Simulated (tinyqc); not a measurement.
Vacuum evaporation: vapour pressure, source flux, thickness distribution, purity and step coverage: one step, computed by the program tinyqc. Command: `OMP_NUM_THREADS=1 python tinyqc.py 3111320 3111321 out.jsonl evap walk`. One thread of a shared host (Intel(R) Xeon(R) Processor @ 2.30GHz), about 0.01 s of CPU time with the checks.

Molecular flow, unit sticking of the metal, no re-evaporation. The background gas is taken as water vapour (18.015 g/mol, collision diameter 0.37 nm) at 300 K.

Task: Scattering and purity. Mean free path lambda = k_B T_g/(sqrt2 pi d^2 p); unscattered share exp(-h/lambda); gas arrival p/sqrt(2 pi m_g k_B T_g); impurity ratio = sticking x gas arrival/metal arrival; monolayer time = 1e15 cm^-2/(sticking x gas arrival).

Inputs (values chosen for the exercise, modelled on copper, with constants for the liquid):

| quantity | value | unit |
|---|---|---|
| source temperature T | 1510 | K |
| source-to-wafer distance h | 20 | cm |
| background pressure p | 1e-05 | Pa |
| sticking of background gas | 0.7 | - |

arrival rate at the centre = 4.335364e+14 1/(cm^2 s)

Constants: k_B = 1.380649e-23 J/K; u = 1.6605390666e-27 kg.

Give: mean free path; unscattered share; gas arrival rate; impurity ratio; monolayer time.

Result:

mean free path = 680.98 m

unscattered share = 0.99971

gas arrival rate = 3.5840e+13 1/(cm^2 s)

impurity ratio = 0.057868

monolayer time = 39.860 s
